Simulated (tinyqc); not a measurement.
Band offsets of oxides on a semiconductor by the charge-neutrality-level model: one step of the calculation.

Each material has a charge-neutrality level at the depth Phi = chi + Eg - CNL below vacuum. For oxide B on semiconductor A, dEc = (chiA - PhiA) - (chiB - PhiB) + S (PhiA - PhiB), dEv = EgB - EgA - dEc, with the pinning factor S = 1/(1 + 0.1 (eps_inf - 1)^2) of the oxide. S = 1 is the affinity rule, S = 0 aligns the two levels.

Task. One oxide. Depths of both levels, S and the two offsets.

Inputs (values chosen for the exercise); substrate values close to those of 4H silicon carbide: gap of the semiconductor EgA = 3.19 eV; its electron affinity chiA = 3.51 eV; its charge-neutrality level above the valence edge cA = 1.73 eV.

oxide values (close to aluminium oxide): Eg (eV) 8.64, chi (eV) 0.99, CNL (eV) 5.39, eps_inf 3.49

Wanted: PhiA; PhiB; S; dEc; dEv.

Result.

PhiA = 4.970 eV
PhiB = 4.240 eV
S = 0.6173
dEc = 2.241 eV
dEv = 3.209 eV

The limits are dEc = 2.52 eV (S = 1) and 1.79 eV (S = 0).

Range of the model: The model ignores the chemistry of the actual interface, which can move offsets by several tenths of an eV.

Numbers from tinyqc (`OMP_NUM_THREADS=1 python tinyqc.py 2410053 2410054 out.jsonl`; about 0.01 s on one thread of a shared Intel Xeon 2.30GHz).
